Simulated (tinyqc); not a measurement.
# From one set of inputs to another, one input at a time

Model: donor or exciton in a quantum well (variational effective-mass method). Computed by tinyqc, a small Python program. Command: `OMP_NUM_THREADS=1 python tinyqc.py 3025560 3025561 out.jsonl welldonor ladder`. One thread of a shared host (Intel(R) Xeon(R) Processor @ 2.30GHz), about 0.3 s of CPU time with the checks.

H = -nabla^2 - 2/|r - r_i| + V(z) in effective units; trial function psi = f(z) exp(-|r - r_i|/lambda), f the ground state of the well. Mass and screening are the same in well and barrier; l = L/a* is the width in effective units. Bands are flat: no polarisation or applied field.

The inputs printed are set A. Inputs not listed in the table keep their values of set A, so the rows need not describe a real material.

Inputs (values chosen for the exercise, for a model semiconductor):
```
quantity                               value  unit
electron mass m                       0.0962   m_0
dielectric constant eps                 8.04     -
well width L                              17    nm
donor position z_i/L from the centre     0.1     -
barrier height V_0                      0.25    eV
```

Centre: donor. Barriers: finite.

Constants: Ry = 13.605693123 eV; a_0 = 0.529177210903 angstrom.

Method:
- Ry* = Ry m/eps^2, a* = a_0 eps/m; l = L/a*.
- k solves k tan(k l/2) = sqrt(v - k^2), v = V_0/Ry*, 0 < k l/2 < pi/2 (bisection); f = cos(k z) inside and cos(k l/2) exp(-kappa (|z| - l/2)) outside, kappa = sqrt(v - k^2); subband energy k^2 Ry*.
- Binding E_b(lambda) = -1/lambda^2 + 4 A/(lambda B), with A = int f^2 exp(-2 s/lambda) dz, B = int f^2 exp(-2 s/lambda)(1 + 2 s/lambda) dz and s = |z - z_i|; 40 Gauss-Legendre points on each piece between the walls at z = -l/2 and l/2 and z_i, and out to 12/(kappa + 1/lambda) beyond the walls.
- Golden-section search for the maximum over lambda from 0.3 to 4, 40 steps.

Each row keeps all changes above it:
```
input moved                             from     to  radius lambda a* (nm)  binding in Ry*  subband energy (meV)
set A                                      -      -                 4.6585          1.3036                10.243
electron mass m (m_0)                 0.0962  0.197                 2.2504          1.1057                 5.420
barrier height V_0 (eV)                 0.25   0.23                 2.2500          1.1050                 5.377
dielectric constant eps                 8.04   9.79                 2.7638          1.1467                 5.377
well width L (nm)                         17      7                 2.7133          1.4282                24.273
donor position z_i/L from the centre     0.1    0.5                 4.0189          0.7887                24.273
```

Where does the difference come from?

Radius lambda a* goes from 4.66 to 4.02, a factor 0.863 in all. The largest single move comes from electron mass m (a factor 0.483), and donor position z_i/L from the centre works against it (a factor 1.48). Binding in Ry* goes from 1.30 to 0.789, a factor 0.605 in all. The largest single move comes from donor position z_i/L from the centre (a factor 0.552), and well width L works against it (a factor 1.25). Subband energy goes from 10.2 to 24.3, a factor 2.37 in all. The largest single move comes from well width L (a factor 4.51), and electron mass m works against it (a factor 0.529). The single moves hold for this order of the switches; the total does not depend on the order.

Extremes, crossings and ranges named in words are read from the listed rows.
